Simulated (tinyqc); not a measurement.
Worked calculation: lattice vibrations of a chain. One step of it, computed by the program tinyqc.

Task: Frequencies. omega^2 are the eigenvalues; wavenumber = 521.4708 sqrt(eigenvalue) 1/cm.

D(q) (eV/(angstrom^2 u)):
```
                     1          2          3                    4
1            10.923077  -0.745824   0.000000  -3.968541+2.883314i
2            -0.745824   0.415962  -0.268248             0.000000
3             0.000000  -0.268248   0.429864            -0.618859
4  -3.968541-2.883314i   0.000000  -0.618859             5.725000
```

Give: eigenvalues; wavenumbers; weights |e|^2 of the mass-weighted modes.

Result:

eigenvalues: 0.0089  0.6398  2.9315  13.9137

wavenumbers (1/cm): 49.2  417.1  892.8  1945.1

weights |e|^2 of the mass-weighted modes:
```
        mode 1  mode 2  mode 3  mode 4
atom 1  0.0161  0.0022  0.2494  0.7324
atom 2  0.4662  0.5140  0.0175  0.0023
atom 3  0.4845  0.4766  0.0383  0.0006
atom 4  0.0332  0.0073  0.6948  0.2647
```
